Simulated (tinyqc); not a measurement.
Free and trapped electrons in a MOS channel with a dense trap tail: free and trapped charge against gate voltage.

p-type body, charge-sheet picture, full ionisation (an idealisation for deep acceptors), Boltzmann statistics for free electrons. e = Ec - EF at the surface. Acceptor-like traps of density D(E) = D0 + De exp(-E/Ew) at depth E below Ec, from 0 to Eu, hold n_t = integral of D(E)/(1 + exp((e - E)/Vt)). psi = Eg - Vt ln(Nv/Na) - e; N_dep = sqrt(2 eps0 eps_r Na (psi - Vt)/q); n_f = sqrt(N_dep^2 + 2 eps0 eps_r Vt Nc exp(-e/Vt)/q) - N_dep; Vg = Vfb + psi + q (N_dep + n_t + n_f)/Cox, Cox = eps0 eox/tox.

Free share n_f/(n_f + n_t); swing ln 10 n_f/(dn_f/dVg); field-effect mobility mf q (dn_f/dVg)/Cox, for a constant mf; oxide field q (N_dep + n_t + n_f)/(eps0 eox).

Parameters, values chosen for the exercise; band and dielectric values close to those of 4H silicon carbide:
- T = 250 K (temperature)
- Eg = 3.31 eV (band gap)
- eps_r = 9.74 (relative permittivity)
- Nc = 1.27e19 cm^-3 (conduction-band density of states at T)
- Nv = 1.93e19 cm^-3 (valence-band density of states at T)
- eox = 3.9 (relative permittivity of the insulator)
- tox = 27 nm (insulator thickness)
- Na = 2.9e16 cm^-3 (acceptor density)
- Vfb = -2.88 V (flat-band voltage without trapped charge)
- D0 = 2.3e10 cm^-2 eV^-1 (constant background density of acceptor-like traps)
- De = 1.4e13 cm^-2 eV^-1 (density of the tail at the conduction edge)
- Ew = 0.13 eV (decay energy of the tail)
- Eu = 0.77 eV (depth below Ec down to which the traps reach)
- mf = 130 cm^2/(V s) (mobility of free electrons)

Constants: q = 1.602176634e-19 C, kB = 1.380649e-23 J/K, Vt = kB T/q, eps0 = 8.8541878128e-14 F/cm where lengths are in cm. Results are converted to the units shown.

Free and trapped charge against gate voltage:
columns A: Vg (V); B: e (eV); C: n_f (cm^-2); D: n_t (cm^-2); E: free share (%); F: swing (mV/decade); G: field-effect mobility (cm^2/(V s)); H: oxide field (MV/cm)
```
A            B         C         D         E      F         G       H
1.4     0.3053   1.093e6  1.877e11  5.823e-4  148.8  0.002754  0.5242
2       0.1676   6.377e8  5.335e11    0.1194  314.5    0.7602  0.6954
2.7    0.08600  2.742e10  9.873e11     2.703  599.9     17.14  0.9245
3.4    0.04227  1.915e11  1.340e12     12.51   1195     60.10   1.168
4      0.02033  4.689e11  1.521e12     23.57   1995     88.13   1.382
4.7   0.003016  8.912e11  1.641e12     35.20   3141     106.4   1.634
5.3  -0.008015  1.300e12  1.700e12     43.34   4243     114.9   1.853
6     -0.01822  1.808e12  1.742e12     50.93   5625     120.5   2.108
6.6   -0.02543  2.257e12  1.764e12     56.13   6866     123.3   2.328
```

n_f reaches 1e11 cm^-2 at Vg = 3.11 V, against 1.59 V without traps. The free share rises from 5.82e-4 to 56.1 % and the field-effect mobility rises from 0.00275 to 123 cm^2/(V s), although mf = 130 is constant: in the last row 94.8 % of Cox dVg goes into free electrons. The swing in the first row is 149 mV a decade (Vt ln 10 = 49.6). For Vg = 3.4, 4, 4.7, 5.3, 6, 6.6 EF lies less than 2 Vt below the band edge, or above it, where degeneracy and confinement, left out, matter.

Computed by the program tinyqc: `OMP_NUM_THREADS=1 python tinyqc.py 2222102 2222103 out.jsonl`, one thread of a shared Intel Xeon 2.30GHz, about 0.02 s for the whole run.
